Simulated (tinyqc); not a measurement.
# Anisotropic elasticity and sound waves of a cubic crystal, step by step

A worked calculation. Computed by tinyqc, a small Python program that keeps every step. Command: `OMP_NUM_THREADS=1 python tinyqc.py 3031512 3031513 out.jsonl cubicelastic walk`. One thread of a shared host (Intel(R) Xeon(R) Processor @ 2.30GHz), about 0.01 s of CPU time with the checks. Intermediate numbers are printed to about 7 digits and carried at full precision; extremes and crossings named in words are read from the listed rows.

Voigt order 1..6 = xx, yy, zz, yz, xz, xy, with engineering shear strains. The rotated frame has x' as named, z' along the wafer normal and y' = z' x x'.

Inputs (values chosen for the exercise, modelled on germanium):
```
quantity                                value    unit
C11                                     126.3     GPa
C12                                     48.59     GPa
C44                                     66.84     GPa
density rho                             5.281  g/cm^3
expansion coefficient of the film           6   ppm/K
expansion coefficient of the substrate    2.6   ppm/K
cooling Delta T                           500       K
```

Frame: (112) wafer, x' along [1-10].

wave normal (not normalised): 1  2.5  2.2

## Compliances and anisotropy

S11 = (C11 + C12)/D, S12 = -C12/D, D = (C11 - C12)(C11 + 2 C12), S44 = 1/C44. Zener ratio A = 2 C44/(C11 - C12); S0 = S11 - S12 - S44/2; H = 2 C44 + C12 - C11.

S11 = 10.07046 1/TPa

S12 = -2.797894 1/TPa

S44 = 14.96110 1/TPa

Zener ratio A = 1.720242

S0 = 5.387806 1/TPa

H = 55.97 GPa

## Stiffness in the rotated frame

direction cosines a (rows x', y', z' in the cube axes):
```
            x           y           z
x'  0.7071068  -0.7071068   0.0000000
y'  0.5773503   0.5773503  -0.5773503
z'  0.4082483   0.4082483   0.8164966
```

C'_ijkl = C12 delta_ij delta_kl + C44 (delta_ik delta_jl + delta_il delta_jk) - H sum_m a_im a_jm a_km a_lm.

C' (GPa), lower triangle (symmetric):
```
          1         2         3        4         5        6
1  154.2850
2   29.9333  163.6133
3   39.2617   29.9333  154.2850
4  -13.1923    0.0000   13.1923  48.1833
5    0.0000    0.0000    0.0000   0.0000   57.5117
6    0.0000    0.0000    0.0000   0.0000  -13.1923  48.1833
```

Normal stress couples to shear strain in this frame.

## Moduli along the axes of the frame

Invert C' to S'. E along x' = 1/S'11, along y' = 1/S'22; Poisson ratios nu(x'y') = -S'12/S'11 and nu(x'z') = -S'13/S'11; in-plane shear modulus 1/S'66.

E along x' = 135.5646 GPa

E along y' = 154.3545 GPa

nu(x'y') = 0.1358301

nu(x'z') = 0.2575627

in-plane shear modulus = 45.15724 GPa

E differs between x' and y' by -12.2 %.

## Thermal stress in a film with this orientation

On cooling, a thick substrate imposes eps_1 = eps_2 = (alpha_film - alpha_substrate) Delta T and eps_6 = 0; the free surface sets sigma_3 = sigma_4 = sigma_5 = 0, which fixes eps_3, eps_4, eps_5. Biaxial modulus M = (sigma_1 + sigma_2)/(2 eps); energy density M eps^2. Elastic response and constant coefficients are assumed.

in-plane strain = 1.7 per mille

elastic strain along the normal = -0.8214595 per mille

stress along x' = 271.8119 MPa

stress along y' = 304.4403 MPa

biaxial modulus M = 169.4860 GPa

energy density = 0.4898144 MJ/m^3

The film ends in tension. Caution: the thermal stress of this film exceeds 200 MPa, which can relax by slip, cracking or buckling in a real film.

## Sound waves along the wave normal

In the cube axes, with unit normal n: G_ij = (C12 + C44) n_i n_j + (C44 - H n_i^2) delta_ij, eigenvalues rho v^2, eigenvectors u (columns, largest component positive). Group velocity V_i = [(C12 + C44)(u.n) u_i + C44 n_i - H u_i^2 n_i]/(rho v); its angle to n has cosine v/|V|.

Christoffel matrix (GPa):
```
          x         y         z
x  71.75811  23.86890  21.00463
y  23.86890  97.57821  52.51158
z  21.00463  52.51158  90.64367
```

phase velocities (m/s): 2801.210  3374.774  5476.626

polarisations:
```
         slow        fast  longitudinal
x   0.0471447   0.9376366     0.3444053
y  -0.6929742  -0.2176229     0.6873333
z   0.7194193  -0.2710680     0.6394982
```

group speeds (m/s): 2861.230  3545.264  5494.533

angles between V and n (degree): 11.75631  17.84100  4.62702

Energy flows off the wave normal by up to 17.8 degrees, for the fast transverse wave.

## Polycrystal bounds against single-crystal directions

B = (C11 + 2 C12)/3; Voigt G = (C11 - C12 + 3 C44)/5; Reuss G = 5/(4 (S11 - S12) + 3 S44); Hill is their mean; E = 9BG/(3B + G), nu = (3B - 2G)/(6B + 2G). Along <hkl>, with g = 0, 1/4, 1/3: 1/E = S11 - 2 S0 g; for a film with that normal C33 = C11 + 2 H g and M = [6B - (3B - C33) - (3B - C33)^2/C33]/2.

bulk modulus B = 74.49333 GPa

Averages:
```
average   G (GPa)   E (GPa)         nu
Voigt    55.64600  133.6576  0.2009630
Reuss    51.89051  126.3370  0.2173417
Hill     53.76826  130.0221  0.2090969
```

Directions:
```
direction   E (GPa)  biaxial modulus M (GPa)
<100>       99.3003                 137.5030
<110>      135.5646                 173.3659
<111>      154.3545                 182.5940
```

The bounds on G differ by 7.2 %, while E varies by a factor 1.55 with direction; with A above 1 the stiffest axis is <111>. Under a fixed mismatch strain, grains with a <100> normal store the least energy.

Checks made by the program: E along x' against 1/E = S11 - 2 S0 (l^2 m^2 + m^2 n^2 + n^2 l^2) (relative difference below 1e-10).
